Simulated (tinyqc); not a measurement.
Permittivity and interface capacitance from two thicknesses.

Problem. 1/C = t/(eps0 ek) + 2/ci for planar capacitors that differ only in thickness. Find ek, ci and the EOT of the interfaces, 2 x 3.9 eps0/ci.

Constants: eps0 = 8.8541878128e-14 F/cm where lengths are in cm. Results are converted to the units shown.

C at t = 7.8 and 23 nm (uF/cm^2): 0.91221061  0.31123467

Solution. 1/C is a straight line in t: the slope gives ek and the intercept 2/ci. A single thickness would give only the effective permittivity; when the interfaces are a small part of 1/C, ci needs very accurate data.

ek = 8.11
ci = 200 uF/cm^2
EOT of the interfaces = 0.0345 nm

Program tinyqc, `OMP_NUM_THREADS=1 python tinyqc.py 2102135 2102136 out.jsonl`; Intel Xeon 2.30GHz, shared host, one thread, about 0.01 s.
